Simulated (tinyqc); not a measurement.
K factor and largest bandwidth from two damping rates.

Problem. The damping of a laser follows gamma = K fR^2 + gamma0. With gamma0 neglected, the largest 3 dB bandwidth is 2 sqrt(2) pi/K, reached where gamma = sqrt(2) 2 pi fR. Find K, gamma0 and that bandwidth.

gamma at fR = 3.3 and 10 GHz (1/ns): 5.3937000  34.8

Answer. gamma is linear in fR^2: slope K, intercept gamma0.

K = 0.330 ns
gamma0 = 1.80 1/ns
largest f3dB = 26.9 GHz

Computed by the program tinyqc: `OMP_NUM_THREADS=1 python tinyqc.py 2840022 2840023 out.jsonl`, one thread of a shared Intel Xeon 2.30GHz, about 0.01 s for the whole run.
